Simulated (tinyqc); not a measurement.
Carrier lifetime from Shockley-Read-Hall, radiative, Auger and surface recombination: one step, computed by the program tinyqc.

Energies are counted from the top of the valence band. Boltzmann statistics, full ionisation, and equal excess densities of electrons and holes.

Task: Steady state under generation. With n = n_0 + dn, p = p_0 + dn and U/dn = 1/tau: (n p - n_i^2)/dn = n_0 + p_0 + dn = s; 1/tau_SRH = s/[tau_p0 (n + n1) + tau_n0 (p + p1)]; 1/tau_rad = B s; 1/tau_Aug = (C_n n + C_p p) s; the rates add. dn solves dn/tau_eff(dn) = G (60 bisections in ln dn between 1e-2 and 1e22 cm^-3); the splitting of the quasi-Fermi levels is k_B T ln(n p/n_i^2).

Inputs (values chosen for the exercise, with bands modelled on CdS):
```
quantity                   value        unit
temperature T                300           K
radiative coefficient B  3.7e-11      cm^3/s
Auger coefficient C_n    1.2e-30      cm^6/s
Auger coefficient C_p    1.3e-31      cm^6/s
generation rate G        6.8e+20  cm^-3 s^-1
```

Doping: n-type. Surface term: none.

n_0 = 1.30e+17 cm^-3

p_0 = 6.885857e-22 cm^-3

tau_p0 = 0.007031402 s

n1 = 6.094509e-09 cm^-3

tau_n0 = 8.355056e-06 s

p1 = 14688.00 cm^-3

n_i = 0.009461297 cm^-3

Constants: k_B = 8.617333262e-05 eV/K.

Give: steady excess density; lifetime in the steady state; quasi-Fermi splitting under G.

Result:

steady excess density = 1.4062e+14 cm^-3

lifetime in the steady state = 2.0680e-07 s

quasi-Fermi splitting under G = 2.1019 eV
